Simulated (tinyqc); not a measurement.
# From one set of inputs to another, one input at a time

Model: MOS capacitor with interface traps: C-V stretch-out, conductance peak and subthreshold swing. Computed by tinyqc, a small Python program. Command: `OMP_NUM_THREADS=1 python tinyqc.py 3023639 3023640 out.jsonl mostraps ladder`. One thread of a shared host (Intel(R) Xeon(R) Processor @ 2.30GHz), about 0.02 s of CPU time with the checks.

Energies at the interface are counted from the valence band. psi > 0 means bending towards depletion, so the surface potential is -psi. Boltzmann statistics, full ionisation, no quantum confinement. Traps are neutral when filled up to E_n, with a sharp (zero-temperature) occupation.

The inputs printed are set A. Inputs not listed in the table keep their values of set A, so the rows need not describe a real material.

Inputs (values chosen for the exercise, for a model semiconductor):

| quantity | value | unit |
|---|---|---|
| gap E_g | 3.5 | eV |
| electron mass m_e | 0.148 | m_0 |
| valleys M_c | 1 | - |
| hole mass m_h | 1.26 | m_0 |
| dielectric constant eps_s | 10.3 | - |
| doping N | 4.9e+15 | cm^-3 |
| insulator constant eps_ox | 3.8 | - |
| insulator thickness t_ox | 37 | nm |
| work-function difference phi_ms | -0.97 | V |
| fixed charge N_f | -2e+10 | cm^-2 |
| trap density D_0 | 1.6e+12 | cm^-2 eV^-1 |
| neutrality level E_n | 1.51 | eV |
| capture cross-section sigma | 4e-15 | cm^2 |
| band bending towards depletion psi | 0.82 | V |
| temperature T | 400 | K |
| peak density D_1 | 9.5e+12 | cm^-2 eV^-1 |
| peak width w | 0.1 | eV |
| peak position E_p | 1.35 | eV |

Substrate: n-type. Trap spectrum: flat plus a Gaussian peak.

Constants: m_0 = 9.1093837015e-31 kg; k_B = 1.380649e-23 J/K; h = 6.62607015e-34 J s; k_B = 8.617333262e-05 eV/K; eps_0 = 8.8541878128e-12 F/m; e = 1.602176634e-19 C.

Method:
- N_c = 2 M_c (2 pi m_e k_B T/h^2)^(3/2) and N_v = 2 (2 pi m_h k_B T/h^2)^(3/2), masses in units of m_0.
- n_i = sqrt(N_c N_v) exp(-E_g/2 k_B T); E_F = E_g - k_B T ln(N_c/N); phi_B = (k_B T/e) ln(N/n_i); L_D = sqrt(eps_s eps_0 k_B T/(e^2 N)); C_ox = eps_ox eps_0/t_ox.
- With u = psi/k_B T and r = (n_i/N)^2: F = sqrt(exp(-u) + u - 1 + r (exp(u) - u - 1)); Q_s = +sign(u) sqrt(2) eps_s eps_0 (k_B T/e) F/L_D; C_s = (eps_s eps_0/(sqrt(2) L_D)) |1 - exp(-u) + r (exp(u) - 1)|/F; at high frequency, below strong inversion, the terms in r are dropped.
- D(E) = D_0 + D_1 exp(-(E - E_p)^2/2 w^2).
- E_F at the interface is E_s = E_F - psi; Q_it = -e int from E_n to E_s of D(E) dE; C_it = e D(E_s) (per volt); V_G = phi_ms - psi - (Q_s + Q_it + e N_f)/C_ox.
- C_LF = [1/C_ox + 1/(C_s + C_it)]^-1; C_HF = [1/C_ox + 1/C_s(HF)]^-1; high-low estimate D = [(1/C_LF - 1/C_ox)^-1 - (1/C_HF - 1/C_ox)^-1]/e; stretch-out |dV_G/d psi| = 1 + (C_s + C_it)/C_ox; swing factor at this bending (the subthreshold swing when psi lies between phi_B and 2 phi_B) S = ln(10) (k_B T/e)(1 + (C_s(HF) + C_it)/C_ox).
- v = sqrt(3 k_B T/m) with the majority mass; surface density n_s = N exp(-psi/k_B T); tau = 1/(sigma v n_s); for a continuum of levels G_p/omega = C_it ln(1 + omega^2 tau^2)/(2 omega tau), which peaks at omega tau = 1.98, the frequency 1.98/(2 pi tau); potential fluctuations are left out.

Each row keeps all changes above it:

| input moved | from | to | C_HF (microF/cm^2) | peak frequency (Hz) | peak of G_p/omega (microF/cm^2) |
|---|---|---|---|---|---|
| set A | - | - | 0.017289 | 1.0091e-02 | 0.10315 |
| insulator thickness t_ox (nm) | 37 | 9.4 | 0.020146 | 1.0091e-02 | 0.10315 |
| temperature T (K) | 400 | 200 | 0.019941 | 3.3258e-13 | 0.10315 |
| dielectric constant eps_s | 10.3 | 12.7 | 0.022007 | 3.3258e-13 | 0.10315 |
| fixed charge N_f (cm^-2) | -2e+10 | -1.1e+12 | 0.022007 | 3.3258e-13 | 0.10315 |
| trap density D_0 (cm^-2 eV^-1) | 1.6e+12 | 4.8e+11 | 0.022007 | 3.3258e-13 | 0.03094 |
| insulator constant eps_ox | 3.8 | 21.7 | 0.023183 | 3.3258e-13 | 0.03094 |
| peak density D_1 (cm^-2 eV^-1) | 9.5e+12 | 3.8e+12 | 0.023183 | 3.3258e-13 | 0.03094 |

Which inputs carry the difference?

C_HF goes from 0.0173 to 0.0232, a factor 1.34 in all. The largest single move comes from insulator thickness t_ox (a factor 1.17). Peak frequency goes from 0.0101 to 3.33e-13, a factor 3.30e-11 in all. The largest single move comes from temperature T (a factor 3.30e-11). Peak of G_p/omega goes from 0.103 to 0.0309, a factor 0.300 in all. The largest single move comes from trap density D_0 (a factor 0.300). The single moves hold for this order of the switches; the total does not depend on the order.

Caution (all rows): traps deeper than about 24 k_B T and minority carriers reach equilibrium slowly or not at all, so the charges here are limits for very slow sweeps.

Extremes, crossings and ranges named in words are read from the listed rows.
